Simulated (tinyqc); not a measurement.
Worked calculation: bond-orbital model of a tetrahedral semiconductor (Harrison's universal couplings). Values are carried at full precision from step to step, so a last printed digit may differ when a step is redone from the rounded ones.

Hybrid level eh = (es + 3 ep)/4; metallic energy V1 = (ep - es)/4 for each atom; covalent energy V2 = 3.22 hbar^2/(m d^2); polar energy V3 = (ehc - eha)/2; hbar^2/m = 2c, c = hbar^2/2m0. Polarity ap = V3/sqrt(V2^2 + V3^2), covalency ac = V2/sqrt(V2^2 + V3^2). p-p coupling at Gamma Exx = (4/3)(2.22 - 2 x 0.63) hbar^2/(m d^2) = 1.28 hbar^2/(m d^2), s-s coupling Ess = 4 x 1.32 hbar^2/(m d^2).

Constants: hbar^2/2m0 = 3.80998211 eV angstrom^2.

Values chosen for the exercise (near tabulated values for GaN; the model gives trends, and its gaps can be far from the real ones; the results hold for these values, not for the real material): esc = -11.38 eV (s level, cation); epc = -5.63 eV (p level, cation); esa = -26.32 eV (s level, anion); epa = -13.64 eV (p level, anion); d = 1.94 angstrom (bond length); Z = 5 (valence electrons of the anion).

## The three energies

Form the hybrid levels, V1, V2 and V3.

hbar^2/(m d^2) = 2.0246 eV

hybrid levels (eV): cation -7.0675, anion -16.8100

V1 (eV): cation 1.4375, anion 3.1700

V2, V3 (eV): 6.5194  4.8712

## Bond and antibond

The 2 x 2 problem [[ehc, -V2], [-V2, eha]] gives (ehc + eha)/2 -/+ sqrt(V2^2 + V3^2); ap = V3/sqrt(V2^2 + V3^2), ac = V2/sqrt(V2^2 + V3^2); the bond has weight (1 + ap)/2 on the anion.

levels (eV): bond -20.0770, antibond -3.8005

ap = 0.5986
ac = 0.8011
weight on the anion = 0.7993

## Charges

With dZ = Z - 4: effective charge Z* = 4 ap - dZ (positive on the cation); transverse charge eT* = Z* + (8/3) ap ac^2.

Z* = 1.394 e
eT* = 2.419 e

Charge that flows along the bonds as they stretch adds 1.02 e to the static value.

## Metallicity and a gap from the bond picture

Neighbouring bonds couple through V1: averaged V1b = V1c (1 - ap)/2 + V1a (1 + ap)/2 for the bond band and V1x = V1c (1 + ap)/2 + V1a (1 - ap)/2 for the antibond band. The top of the bond band lies V1b above the bond level and the bottom of the antibond band 3 V1x below the antibond level, so the gap is 2 sqrt(V2^2 + V3^2) - V1b - 3 V1x; metallicity am = (V1b + 3 V1x)/(2 sqrt(V2^2 + V3^2)).

V1b, V1x (eV): 2.8223  1.7852

gap = 8.099 eV
am = 0.502

The gap closes where am reaches one. The model gives trends; its gap can miss the real one by a factor of two to five, most in ratio for narrow gaps and most in eV for first-row compounds.

## Band edges at Gamma

Ev is the lower root of [[epa, Exx], [Exx, epc]] and the s-like conduction level the upper root of [[esa, Ess], [Ess, esc]], with Exx = 1.28 u and Ess = 5.28 u, u = hbar^2/(m d^2).

Exx, Ess (eV): 2.5915  10.6901

Ev = -14.405 eV
s-like conduction level = -5.809 eV
E0 gap = 8.597 eV

Universal couplings give the trend of E0 from compound to compound, not its value; it can miss by several eV and by a factor of two or more, and spin-orbit coupling is left out.

## Checks

- Bond level from the formula against the 2 x 2 matrix: both -20.0770.

Program tinyqc; command `OMP_NUM_THREADS=1 python tinyqc.py 1452646 1452647 out.jsonl`; about 0.01 s on one thread of a shared Intel(R) Xeon(R) Processor @ 2.30GHz.
